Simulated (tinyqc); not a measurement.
Three-phonon processes in a diatomic chain: dispersion, energy and momentum conservation, and decay channels of optical phonons: one step, computed by the program tinyqc.

Cell length a, two atoms, one spring constant. x = q a/pi runs from -1 to 1; A and O are the acoustic and optical branches. Matrix elements are not computed: only conservation laws and occupation factors are followed.

Problem. Dispersion. omega^2 = k (1/m + 1/M) -/+ k sqrt((1/m + 1/M)^2 - 4 sin^2(pi x/2)/(m M)); nu = 15.6333042 THz x sqrt(omega^2) for eV/(angstrom^2 u).

Inputs (values chosen for the exercise, for a model chain): light mass m = 27 u; heavy mass M = 67.2 u; spring constant k = 8.5 eV/angstrom^2.

Constants: nu for 1 eV/(angstrom^2 u) = 15.6333042 THz.

Give: the table «Branches» with the columns nu_A (THz), nu_O (THz), for x = 0.10, 0.20, 0.35, 0.50, 0.65, 0.80, 0.90, 1.00.

Solution.

Branches:

| x | nu_A (THz) | nu_O (THz) |
|---|---|---|
| 0.10 | 1.042 | 14.65 |
| 0.20 | 2.073 | 14.54 |
| 0.35 | 3.578 | 14.24 |
| 0.50 | 4.994 | 13.81 |
| 0.65 | 6.260 | 13.29 |
| 0.80 | 7.269 | 12.76 |
| 0.90 | 7.705 | 12.50 |
| 1.00 | 7.863 | 12.40 |
